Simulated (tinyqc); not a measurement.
# CMOS latch-up, two-transistor model, step by step

Program tinyqc, `OMP_NUM_THREADS=1 python tinyqc.py 2670015 2670016 out.jsonl`; Intel Xeon 2.30GHz, shared host, one thread, about 0.04 s. Printed values are rounded.

A parasitic pnp (emitter at Vdd, base shunted by Rw) and npn (emitter at ground, base shunted by Rs) feed each other: the npn collector current flows out of the pnp base node, the pnp collector current into the npn base node. Forward-active transistors with constant gains: Icn = Isn exp(Vn/Vt), Icp = Isp (exp(Vp/Vt) - 1). A current Ii is injected into the npn base node.

Values chosen for this exercise; values close to those of bulk CMOS:
- T = 400 K (temperature)
- bn = 22.3 (current gain of the npn)
- bp = 2.2 (current gain of the pnp)
- Isn = 7.2e-10 A (saturation current of the npn at T)
- Isp = 1.1e-10 A (saturation current of the pnp at T)
- Rs = 1100 ohm (substrate resistance shunting the npn)
- Rw = 210 ohm (well resistance shunting the pnp)
- R2 = 540 ohm (resistance from the pnp collector to the npn base)
- Von = 0.55 V (base-emitter voltage in the on state)
- Vsat = 0.19 V (saturation voltage)
- Vdd = 2.5 V (supply voltage)
- Ii = 0.408 mA (current injected into the substrate)

Constants: q = 1.602176634e-19 C, kB = 1.380649e-23 J/K, Vt = kB T/q. Results are converted to the units shown.

## Holding current and voltage

On state with both base-emitter voltages at Von: npn base current Ib = (Von/Rs + bp Von/Rw)/(bn bp - 1), holding current Ih = (bn + 1) Ib + Von/Rs, holding voltage Vh = Vsat + Von + R2 (Ib + Von/Rs).

bn bp = 49.06
Ib = 0.130293 mA
Ih = 3.53584 mA
Vh = 1.08036 V

Vh is below Vdd = 2.5 V, so the supply can sustain a latched state.

## The off branch

Vn, point 0 to 7 (V): 0.309  0.389  0.439  0.469  0.489  0.509  0.524  0.539

Node equations: Vp/Rw + Icp/bp = Icn and Vn/Rs + Icn/bn = Icp + Ii. Loop gain G = gn gp/[(1/Rw + gp/bp)(1/Rs + gn/bn)], gn = Icn/Vt, gp = (Icp + Isp)/Vt; the off state ends where G = 1, and Ii there is the trigger current. For each Vn: Icn, then Vp from the first equation, then Ii from the second.

```
point   Icn (mA)     Vp (V)   Icp (mA)    Ii (mA)          G
0      0.0056307  0.0011824  3.8389e-9    0.28116  1.2363e-7
1       0.057348   0.012043  4.6001e-8    0.35621  1.6074e-6
2        0.24462   0.051370  3.7823e-7    0.41006  1.7199e-5
3        0.58408    0.12266  3.7519e-6    0.45255  2.3888e-4
4         1.0434    0.21911  6.3291e-5    0.49127  0.0051579
5         1.8640    0.39057  0.0091693    0.53715    0.88364
6         2.8803    0.53933    0.68657  -0.081043     25.873
7         4.4508    0.59595     3.5484    -2.8588     38.486
```

Ii peaks at 0.5372 mA, at Vn = 0.5094 V where G = 1; beyond it the loop feeds itself.

## Iteration 1: response to the injected current, once round the loop per iteration

Vn at the start = 0.36 V

Icn = Isn exp(Vn/Vt); Vp solves Vp/Rw + Icp/bp = Icn; Vn(new) solves Vn/Rs + (Isn/bn) exp(Vn/Vt) = Icp + Ii.

Icn = 0.0247248 mA
Vp = 0.00519221 V
Icp = 1.78826e-8 mA
Vn after iteration 1 = 0.437311 V

## Iteration 2: response to the injected current, once round the loop per iteration

As before.

Icn = 0.232919 mA
Vp = 0.0489130 V
Icp = 3.44642e-7 mA
Vn after iteration 2 = 0.437311 V

## Course of the iteration: response to the injected current, once round the loop per iteration

Stop when Vn changes by less than 1e-9 V, or after 150 iterations. Vn must stay below 1.1 V.

Course of the iteration:
```
iteration    Vn (V)  |change| (V)
1          0.437311        0.0773
2          0.437311       2.70e-7
3          0.437311      4.16e-12
```

Converged in 3 iterations. The change falls from 0.077 in the first iteration to below the tolerance in the last. An off state exists, since Ii is below the trigger current, the largest Ii that the node equations allow, 0.5372 mA.
